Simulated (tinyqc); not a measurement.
Single-domain magnet: Stoner-Wohlfarth switching, Neel-Arrhenius retention, LLG dynamics and spin torque: one step, computed by the program tinyqc.

The moment is uniform, with unit vector m; z is the easy axis. mu_0 = 1.25663706212e-6 T m/A, gamma = 1.76085963023e11 rad/(s T).

Question. Barrier in a tilted field. Energy over K_eff V: e(theta) = sin^2(theta) + 2 h cos(theta - psi) for m at the angle theta from +z and a field that points at psi from -z (it pulls m away from +z towards negative theta); h_sw = (cos^(2/3) psi + sin^(2/3) psi)^(-3/2). The metastable minimum and the saddle are the two roots of e'(theta) = sin(2 theta) - 2 h sin(theta - psi) on either side of theta_c = -arctan(tan^(1/3) psi).

Inputs (values chosen for the exercise, for a model magnet): temperature T = 358 K; field angle psi from the easy axis = 20 degrees; reversing field h = H/H_K = 0.1.

Shape: prolate spheroid, easy axis along it.

stability factor Delta = 56.89845

Give: switching field h_sw; minimum theta; saddle theta; barrier / (K_eff V); barrier / (k_B T).

Answer.

switching field h_sw = 0.5736

minimum theta = -2.164 degrees

saddle theta = -84.42 degrees

barrier / (K_eff V) = 0.7541

barrier / (k_B T) = 42.91

The form (1 - h/h_sw)^n reproduces this barrier with n = 1.473; n is 2 for a field on the axis, and the approach to h_sw has the exponent 3/2 off the axis.
